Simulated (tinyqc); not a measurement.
Strain as a design knob: strained quantum well: band edges, subbands and transparency.

Growth on (001), barriers unstrained: tr(e) = e (2 - nu2), Z = b e (1 + nu2); Ec = Ev + Eg + ac tr(e), E_HH = Ev + av tr(e) + Z, E_LH = Ev + av tr(e) - Z (coupling to the split-off band left out).

Masses along z: me, 1/(g1 - 2 g2) for HH, 1/(g1 + 2 g2) for LH, likewise in the barrier; in the plane me, 1/(g1 + g2) for HH and 1/(g1 - g2) for LH (no mixing, which understates the hole masses away from k = 0). Level n solves k L + 2 atan[(k/m)/(kappa/mb)] = n pi, k = sqrt(m E/c), kappa = sqrt(mb (V - E)/c), c = hbar^2/2m0.

Transparency (Bernard-Duraffourg): Fc - Fv equals the lowest transition energy with n = p, n = sum m/(2 pi c) kB T ln(1 + exp((Fc - E)/kB T)) and p likewise over the listed subbands; c = hbar^2/2m0, 1/angstrom^2 = 1e16/cm^2.

Constants: hbar^2/2m0 = 3.80998211 eV angstrom^2; kB = 8.617333262e-05 eV/K; hc = 1239.841984 eV nm.

Parameters, chosen for this exercise (near those of a GaAsP/AlGaAs well; shifted at random, so the results belong to these values and not to a real crystal): nu2 = 0.924 (2 C12/C11); Eg = 1.51 eV (unstrained gap of the well); Ev = -0.833 eV (its valence edge); ac = -7.24 eV; av = 1.2 eV (Ev moves by av tr(e)); b = -1.97 eV (shear potential); Egb = 1.914 eV (gap of the barrier); Evb = -1 eV (its valence edge); L = 60 angstrom (well width); me = 0.0714 m0 (electron mass); g1 = 6.77 (gamma1); g2 = 1.95 (gamma2); meb = 0.1 m0; g1b = 5.7; g2b = 1.6; T = 250 K (temperature); es = (-0.02, -0.014, -0.008, -0.003, 0, 0.003, 0.007, 0.012) (strains).

Only the strain is changed; the unstrained gap and the masses are kept.

Results:

| e (%) | wavelength (nm) | top hole | hh1 - lh1 (meV) | n_tr (1e12/cm^2) | share in top |
|---|---|---|---|---|---|
| -2.0 | 742 | hh1 | 161 | 0.584 | 0.91 |
| -1.4 | 753 | hh1 | 122 | 0.587 | 0.90 |
| -0.8 | 765 | hh1 | 82 | 0.601 | 0.86 |
| -0.3 | 775 | hh1 | 47 | 0.644 | 0.74 |
| 0.3 | 789 | hh1 | 5 | 0.841 | 0.39 |
| 0.7 | 811 | lh1 | -23 | 0.794 | 0.81 |
| 1.2 | 844 | lh1 | -59 | 0.743 | 0.95 |

Give the missing row, e (%) = 0.0.

Computed row:
```
e (%)  wavelength (nm)  top hole  hh1 - lh1 (meV)  n_tr (1e12/cm^2)  share in top
0.0                782       hh1               26             0.714          0.58
```

n_tr is largest at e = +0.3 % (0.84), where hh1 - lh1 = 5 meV and the top subband holds 39 % of the holes, and smallest, 0.58, at -2.0 and -1.4 %. The top hole level turns from hh to lh, and the light from TE to TM, between +0.3 and +0.7 %. The wavelength runs from 742 to 844 nm.

Run: tinyqc, `OMP_NUM_THREADS=1 python tinyqc.py 1252746 1252747 out.jsonl`; Intel(R) Xeon(R) Processor @ 2.30GHz, one thread, shared host; about 0.02 s of CPU time with all checks.
